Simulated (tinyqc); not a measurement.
ROHF in the 6-311g basis, for H2, spin multiplicity 3, step by step. One step of it, computed by the program tinyqc.

Question. Iteration 1: diagonalisation and new density. Diagonalise F' = X^T F X, C = X C', fill 2 alpha and 0 beta electrons from the bottom; D(s) = C_occ C_occ^T. Each column has its largest component positive (the first on a tie).

effective F (hartree), order 1H 1s, 1H 2s, 1H 3s, 2H 1s, 2H 2s, 2H 3s:
```
[[0.819497, 0.003299, -0.124984, -0.097473, -0.109465, -0.101471],
 [0.003299, 0.193073, 0.009576, -0.109465, -0.041487, -0.037008],
 [-0.124984, 0.009576, 0.029637, -0.101471, -0.037008, -0.008563],
 [-0.097473, -0.109465, -0.101471, 0.819497, 0.003299, -0.124984],
 [-0.109465, -0.041487, -0.037008, 0.003299, 0.193073, 0.009576],
 [-0.101471, -0.037008, -0.008563, -0.124984, 0.009576, 0.029637]]
```

X, order 1H 1s, 1H 2s, 1H 3s, 2H 1s, 2H 2s, 2H 3s:
```
[[0.697317, -0.906032, -0.708699, 0.655418, 0.484957, 0.156022],
 [-1.850760, 1.496789, 0.689803, 0.102449, 0.343921, 0.240831],
 [2.227805, -0.871992, 0.794884, -0.505147, 0.133920, 0.251278],
 [-0.697317, -0.906032, 0.708699, 0.655418, -0.484957, 0.156022],
 [1.850760, 1.496789, -0.689803, 0.102449, -0.343921, 0.240831],
 [-2.227805, -0.871992, -0.794884, -0.505147, -0.133920, 0.251278]]
```

Give: F' = X^T F X; orbital energies; coefficients C; D(alpha) after iteration 1; D(beta) after iteration 1.

Answer.

F' = X^T F X (hartree):
```
[[1.3813, 0.0000, -0.9113, 0.0000, 0.1891, 0.0000],
 [0.0000, 1.9002, 0.0000, -0.8831, 0.0000, 0.0483],
 [-0.9113, 0.0000, 1.1272, 0.0000, -0.4700, 0.0000],
 [0.0000, -0.8831, 0.0000, 0.9113, 0.0000, 0.0793],
 [0.1891, 0.0000, -0.4700, 0.0000, 0.5659, 0.0000],
 [0.0000, 0.0483, 0.0000, 0.0793, 0.0000, -0.0027]]
```

orbital energies (hartree): [-0.0234, 0.1600, 0.4143, 0.6203, 2.2941, 2.4178]

coefficients C, order 1H 1s, 1H 2s, 1H 3s, 2H 1s, 2H 2s, 2H 3s:
```
[[0.1297, 0.0964, 0.1388, -0.1968, -1.0843, -1.1130],
 [0.0507, -0.0962, 0.8772, -1.0940, 1.6773, 1.2397],
 [0.4360, 1.5552, -0.8012, 1.4151, -1.0917, -0.4967],
 [0.1297, -0.0964, 0.1388, 0.1968, 1.0843, -1.1130],
 [0.0507, 0.0962, 0.8772, 1.0940, -1.6773, 1.2397],
 [0.4360, -1.5552, -0.8012, -1.4151, 1.0917, -0.4967]]
```

D(alpha) after iteration 1, order 1H 1s, 1H 2s, 1H 3s, 2H 1s, 2H 2s, 2H 3s:
```
[[0.0261, -0.0027, 0.2064, 0.0075, 0.0158, -0.0933],
 [-0.0027, 0.0118, -0.1275, 0.0158, -0.0067, 0.1717],
 [0.2064, -0.1275, 2.6089, -0.0933, 0.1717, -2.2287],
 [0.0075, 0.0158, -0.0933, 0.0261, -0.0027, 0.2064],
 [0.0158, -0.0067, 0.1717, -0.0027, 0.0118, -0.1275],
 [-0.0933, 0.1717, -2.2287, 0.2064, -0.1275, 2.6089]]
```

D(beta) after iteration 1, order 1H 1s, 1H 2s, 1H 3s, 2H 1s, 2H 2s, 2H 3s:
```
[[0.0000, 0.0000, 0.0000, 0.0000, 0.0000, 0.0000],
 [0.0000, 0.0000, 0.0000, 0.0000, 0.0000, 0.0000],
 [0.0000, 0.0000, 0.0000, 0.0000, 0.0000, 0.0000],
 [0.0000, 0.0000, 0.0000, 0.0000, 0.0000, 0.0000],
 [0.0000, 0.0000, 0.0000, 0.0000, 0.0000, 0.0000],
 [0.0000, 0.0000, 0.0000, 0.0000, 0.0000, 0.0000]]
```
